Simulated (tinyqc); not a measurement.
Warping of the constant-energy contours: six-band Luttinger-Kohn model.

Six-band Luttinger-Kohn model in the basis |3/2,3/2>, |3/2,1/2>, |3/2,-1/2>, |3/2,-3/2>, |1/2,1/2>, |1/2,-1/2>, electron energies, zero at the top of the unstrained valence band. H = -[rows: (P+Q, -S, R, 0, -S/r2, r2 R); (-S*, P-Q, 0, R, -r2 Q, r32 S); (R*, 0, P-Q, S, r32 S*, r2 Q); (0, R*, S*, P+Q, -r2 R*, -S*/r2); (-S*/r2, -r2 Q, r32 S, -r2 R, P+Dso, 0); (r2 R*, r32 S*, r2 Q, -S/r2, 0, P+Dso)], r2 = sqrt(2), r32 = sqrt(3/2). Levels are twofold.

P = c g1 k^2 - av tr(e); Q = c g2 (kx^2 + ky^2 - 2 kz^2) - (b/2)(exx + eyy - 2 ezz); R = c sqrt3 [-g2 (kx^2 - ky^2) + 2i g3 kx ky] + (sqrt3/2) b (exx - eyy) - i d exy; S = 2 c sqrt3 g3 (kx - i ky) kz - d (exz - i eyz); c = hbar^2/2m0, e the strain tensor (not engineering shear).

Constants: hbar^2/2m0 = 3.80998211 eV angstrom^2.

Parameters, chosen for this exercise (near those of Si; shifted at random, so the results belong to these values and not to a real crystal): Dso = 0.044 eV (spin-orbit splitting); g1 = 4.28 (Luttinger gamma1); g2 = 0.34 (gamma2); g3 = 1.45 (gamma3); E_h = 25 meV (hole energy below the top).

No strain (e = 0). In the plane kz = 0, |k| where the top and second pairs lie E_h below the top, against the angle from [100]; m = c k^2/E_h.

Contours:

| angle (degrees) | k top (1/angstrom) | k second (1/angstrom) | m top (m0) | m second (m0) |
|---|---|---|---|---|
| 0 | 0.0427 | 0.0368 | 0.278 | 0.206 |
| 9 | 0.0450 | 0.0360 | 0.309 | 0.198 |
| 18 | 0.0513 | 0.0348 | 0.401 | 0.185 |
| 36 | 0.0862 | 0.0335 | 1.132 | 0.171 |
| 45 | 0.1089 | 0.0334 | 1.806 | 0.170 |

Give the missing row, angle (degrees) = 27.

Computed row:
```
angle (degrees)  k top (1/angstrom)  k second (1/angstrom)  m top (m0)  m second (m0)
27                           0.0633                 0.0340       0.611          0.176
```

The heavy contour reaches 2.550 times as far along [110] as along [100], the light one 0.907 times. The warping follows g3 - g2 = 1.11 and would vanish for g2 = g3. Along [100] the heavy mass is 1/(g1 - 2 g2) = 0.278 at any energy, while the light one is 0.2064, against 1/(g1 + 2 g2) = 0.2016 at the edge, for E_h/Dso = 0.57.

Run: tinyqc, `OMP_NUM_THREADS=1 python tinyqc.py 1050465 1050466 out.jsonl`; Intel(R) Xeon(R) Processor @ 2.30GHz, one thread, shared host; about 0.05 s of CPU time with all checks.
